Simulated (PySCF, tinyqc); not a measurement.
CIS and TDHF on RHF in the sto-3g basis, for H3+, spin multiplicity 1, step by step. The lowest restricted solution is unstable here: a spin-polarised one lies 0.0005 hartree lower (PySCF). One step of it, computed by the program tinyqc.

Question. CIS matrix, triplets. A(ia,jb) = (e_a - e_i) d_ij d_ab - (ij|ab).

orbital energies (hartree): MO1 -0.933767, MO2 -0.334416, MO3 0.216483

Two-electron integrals over orbitals (pq|rs), unique and non-zero (hartree):
```
(11|11) 0.557523    (21|21) 0.146500    (22|11) 0.471891    (22|22) 0.525762
(31|11) 0.094668    (31|22) -0.041681   (31|31) 0.137430    (32|21) -0.142303
(32|32) 0.159982    (33|11) 0.562622    (33|22) 0.501374    (33|31) 0.081434
(33|33) 0.599917
```

Give: CIS matrix A, triplet.

Answer.

CIS matrix A, triplet (hartree):
```
        1>2     1>3
1>2  0.1275  0.0000
1>3  0.0000  0.5876
```
